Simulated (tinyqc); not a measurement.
RKS/BLYP in the sto-3g basis, for H2, spin multiplicity 1, step by step. One step of it, computed by the program tinyqc.

Problem. Iteration 2: building the Kohn-Sham matrix. J_ij = sum D_kl (ij|kl); F = H + J + V_xc; E = tr D H + tr D J / 2 + E_xc + E_nn.

D after iteration 1, order 1H 1s, 2H 1s:
```
[[0.702569, 0.702569],
 [0.702569, 0.702569]]
```

core Hamiltonian H = T + V (hartree), order 1H 1s, 2H 1s:
```
[[-0.926257, -0.568082],
 [-0.568082, -0.926257]]
```

Two-electron integrals (ij|kl) in chemists' order, unique and non-zero (hartree):
```
(11|11) 0.774606   (21|11) 0.253405   (21|21) 0.111089   (22|11) 0.437788
(22|21) 0.253405   (22|22) 0.774606
```

nuclear repulsion = 0.46829842 hartree

V_xc (hartree), order 1H 1s, 2H 1s:
```
[[-0.433855, -0.170284],
 [-0.170284, -0.433855]]
```

E_xc = sum of w rho eps_xc = -0.66512550 hartree

Give: Coulomb J; Kohn-Sham matrix F; total energy of this density.

Solution.

Coulomb J (hartree), order 1H 1s, 2H 1s:
```
[[1.2079, 0.5122],
 [0.5122, 1.2079]]
```

Kohn-Sham matrix F (hartree), order 1H 1s, 2H 1s:
```
[[-0.1523, -0.2262],
 [-0.2262, -0.1523]]
```

total energy of this density = -1.088146 hartree
